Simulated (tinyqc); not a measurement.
# Worked calculation: minority carriers and saturation current of a heavily doped emitter

Program tinyqc, `OMP_NUM_THREADS=1 python tinyqc.py 2330007 2330008 out.jsonl`; Intel Xeon 2.30GHz, shared host, one thread, about 0.01 s. Printed values are rounded.

n-type, parabolic bands, full ionisation. eta = (EF - Ec)/kB T solves N = Nc F12(eta), F12(x) = (2/sqrt(pi)) int_0^infinity sqrt(u)/(1 + exp(u - x)) du. The gap shrinks rigidly by dEg = E1 [ln(N/N0) + sqrt(ln^2(N/N0) + 0.5)], an empirical law that is here taken as the true narrowing.

Parameters, values chosen for the exercise; band and dielectric values close to those of silicon:
- T = 400 K (temperature)
- Eg = 1.13 eV (band gap)
- Nc = 4.26e19 cm^-3 (conduction-band density of states at 400 K)
- Nv = 4.13e19 cm^-3 (valence-band density of states at 400 K)
- N = 7.2e19 cm^-3 (ionised donor density)
- E1 = 9.3 meV (energy of the narrowing law)
- N0 = 1.7e17 cm^-3 (density of the narrowing law)
- mup = 120 cm^2/(V s) (minority-hole mobility)
- Cn = 1.9e-31 cm^6/s (Auger coefficient)
- ts = 0.19 us (defect lifetime)
- W = 660 nm (emitter width)
- S = 2.6e5 cm/s (recombination velocity at the contact)

Constants: q = 1.602176634e-19 C, kB = 1.380649e-23 J/K, Vt = kB T/q. Results are converted to the units shown.

Range of the model: Band tails, non-parabolic bands and incomplete ionisation are left out.

## Iteration 1: Fermi level

eta at the start (Boltzmann value) = 0.5248

Newton step on ln F12(eta) = ln(N/Nc): eta(new) = eta - ln(Nc F12/N) F12/Fm, Fm(x) = dF12/dx = (1/sqrt(pi)) int_0^infinity u^(-1/2)/(1 + exp(u - x)) du.

F12 = 1.13750
Fm = 0.818352
eta after iteration 1 = 1.07521

## Course of the iteration

Stop when eta changes by less than 1e-9.

Course of the iteration:
```
iteration      eta   change
1          1.07521    0.550
2          1.10878   0.0336
3          1.10891  1.25e-4
4          1.10891  1.73e-9
5          1.10891  < 1e-13
```

Converged in 5 iterations.

## Effective intrinsic density

converged eta = 1.10891

ni = sqrt(Nc Nv) exp(-Eg/(2 Vt)), Eg in volts; degeneracy factor g = F12(eta) exp(-eta); nie^2 = ni^2 exp(dEg/kB T) g, p0 = nie^2/N; apparent narrowing dEg + kB T ln g.

ni = 3.19149e12 cm^-3
dEg = 112.887 meV
g = 0.557609
apparent narrowing = 92.7541 meV
nie = 1.22551e13 cm^-3
p0 = 2.08595e6 cm^-3

Narrowing multiplies p0 by 26.4 and degeneracy by 0.558.

## Saturation current

1/tau = Cn N^2 + 1/ts, D = mup Vt, L = sqrt(D tau); J0 = (q p0 D/L)(s + tanh(W/L))/(1 + s tanh(W/L)), s = S L/D; the share recombining inside is 1 - 1/[cosh(W/L)(1 + tanh(W/L)/s)].

tau = 1.00987 ns
L = 646.309 nm
s = 4.06256
J0 = 2.50317e7 fA/cm^2
share recombining inside = 46.4011 %

Bulk and contact share the loss.
